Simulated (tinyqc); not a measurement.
From results to parameters: Hueckel model of a polar double bond. Computed by the program tinyqc.

Problem. A C=X pi bond in Hueckel theory has H_XX = alpha + h beta, H_CC = alpha and H_CX = k beta, with two electrons. Find h, k, the charge on carbon and the bond order.

x values of the two levels (E = alpha + x beta): 1.488009  -0.368009

Solution. The sum of the x values is h and their product is -k^2; the charge on carbon is h/sqrt(h^2 + 4k^2) and the bond order 2k/sqrt(h^2 + 4k^2).

h, k: 1.120  0.740
charge on carbon, bond order: 0.603  0.797
